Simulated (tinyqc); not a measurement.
Local against global planarity over time: chemical-mechanical planarisation: Preston law, pattern density and step-height reduction. Computed by tinyqc, a small Python program. Command: `OMP_NUM_THREADS=1 python tinyqc.py 3018474 3018475 out.jsonl cmp walk`. One thread of a shared host (Intel(R) Xeon(R) Processor @ 2.30GHz), about 0.02 s of CPU time with the checks.

A row of 12 cells, repeated periodically, holds raised features that cover a share rho of each cell.

Inputs (values chosen for the exercise, close to those used for oxide polishing):
```
quantity                        value  unit
Preston coefficient K           6e-14  1/Pa
pressure P                         24   kPa
platen and carrier speed           40   rpm
distance between the centres       14    cm
initial step height h0            230    nm
contact height h_c                 79    nm
film above the raised areas z0    350    nm
cell size                         1.3    mm
planarisation length              1.8    mm
```

local pattern densities, cell by cell: 0.9  0.3  0.6  0.6  0.9  0.9  0.25  0.8  0.1  0.9  0.5  0.6

Method:
- With equal rotation speeds the relative speed is uniform, v = omega r_c; Preston rate R0 = K P v.
- The stiff pad averages the density: rho_eff(i) = sum_j w_ij rho_j / sum_j w_ij, w = exp(-2 d^2/L^2), L the planarisation length and d the distance between cell centres, summed over all periodic images of cell j.
- While h > h_c only raised areas polish, at R0/rho_eff, until t_c = rho_eff (h0 - h_c)/R0. After that h = h_c exp(-(t - t_c)/tau), tau = rho_eff h_c/R0; low areas polish at R0 (1 - h/h_c) and raised areas at R0 [1 + (1 - rho_eff) h/(rho_eff h_c)]. Removed from raised areas after t_c: h0 - h_c + R0 (t - t_c) + (1 - rho_eff)(h_c - h); from low areas: R0 (t - t_c) - rho_eff (h_c - h). Film left = z0 less the removal from raised areas.
- Times are multiples of h0/R0; the range is the largest minus the smallest removal from raised areas.

effective densities: 0.711077  0.488060  0.544443  0.660896  0.830634  0.764450  0.498080  0.548024  0.409436  0.652825  0.601502  0.640575

blanket rate R0 = 0.844460 nm/s

Steps and range (nm):
```
multiple   t (s)  largest step  smallest step  range across the row  mean removal from raised areas
0.10       27.24        202.31         173.83                 28.49                           39.00
0.20       54.47        174.62         117.65                 56.97                           78.00
0.30       81.71        146.93          63.28                 84.39                          116.91
0.45      122.56        105.40          21.78                101.86                          171.10
0.60      163.42         65.22           7.50                103.50                          216.55
0.80      217.89         32.36           1.81                101.29                          268.95
1.00      272.36         16.05           0.44                 99.34                          317.44
1.30      354.07          5.61           0.05                 97.79                          387.67
1.70      463.02          1.38           0.00                 97.11                          480.04
```

Local steps shrink to 1.4 nm or less, but the range across the row reaches up to 103.5 nm among these rows and ends at 97.1 nm, against the limit (largest - smallest rho_eff) h0 = 96.9 nm: once flat, all cells polish alike and the difference stays. Evener density (dummy fill), a longer planarisation length or a smaller initial step reduces it. Caution: in the last rows the removal passes z0 somewhere, so they describe a thicker film than the one given.

Extremes, crossings and ranges named in words are read from the listed rows.
